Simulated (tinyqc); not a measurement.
## Band bending at a free surface with a continuum of surface states, surface photovoltage and Kelvin probe: pinning by the surface states

n-type bulk, xi = Ec - EF = Vt ln(Nc/Nd), p0 = ni^2/Nd, ni = sqrt(Nc Nv) exp(-Eg/(2 Vt)), Eg in volts. b is the upward band bending, u = b/Vt. Space charge per area, in units of q: Qc = sign(b) sqrt((2 eps0 eps_r Vt/q) [(Nd + dn)(exp(-u) - 1) + Nd u + (p0 + dn)(exp(u) - 1)]), with dn the excess density under light (flat quasi-Fermi levels; 0 in the dark). The states hold -Ds (E0 - xi - b): negative while the Fermi level lies above the neutrality level. Neutrality: Qc + Qf + (charge of the states) = 0.

b solves the neutrality condition in the dark.

Inputs (values chosen for the exercise); band and dielectric values close to those of indium phosphide: temperature T = 300 K; band gap Eg = 1.36 eV; relative permittivity eps_r = 12.5; conduction-band density of states at T Nc = 5.6e17 cm^-3; valence-band density of states at T Nv = 1.08e19 cm^-3; donor density Nd = 5.8e15 cm^-3; fixed positive charge at the surface Qf = 2e10 cm^-2; depth of their neutrality level below the conduction edge E0 = 0.39 eV.

Constants: q = 1.602176634e-19 C, kB = 1.380649e-23 J/K, Vt = kB T/q, eps0 = 8.8541878128e-14 F/cm where lengths are in cm. Results are converted to the units shown.

Result of one run:
```
Ds (cm^-2 eV^-1)	b (V)	xi + b (eV)	Qc (cm^-2)
2.9e13	0.26638	0.38452	1.3883e11
```

What becomes of these results when the density of surface states Ds is changed from 2.9e13 to 8.1e13 cm^-2 eV^-1, all else the same?

Result of the changed run:
```
Ds (cm^-2 eV^-1)	b (V)	xi + b (eV)	Qc (cm^-2)
8.1e13	0.26988	0.38803	1.3984e11
```

The whole series:
```
Ds (cm^-2 eV^-1)	b (V)	xi + b (eV)	Qc (cm^-2)
2.4e10	-0.0099510	0.10819	-1.3237e10
6.7e10	-0.0013499	0.11680	-1.6953e9
1.8e11	0.022862	0.14101	2.4819e10
5.1e11	0.090579	0.20872	7.2450e10
1.4e12	0.17855	0.29670	1.1063e11
3.9e12	0.23364	0.35179	1.2904e11
1.1e13	0.25765	0.37579	1.3629e11
2.9e13	0.26638	0.38452	1.3883e11
8.1e13	0.26988	0.38803	1.3984e11
```

b rises from -0.00995 to 0.270 V. The Fermi level moves towards E0 = 0.39 eV and is within 1.97 meV of it in the last row; it is half-way there at the Ds that solves Ds b = Qc(b) + Qf with b = (E0 - xi)/2, 8.39e11 cm^-2 eV^-1.

Numbers from tinyqc (`OMP_NUM_THREADS=1 python tinyqc.py 2430122 2430123 out.jsonl`; about 0.01 s on one thread of a shared Intel Xeon 2.30GHz).
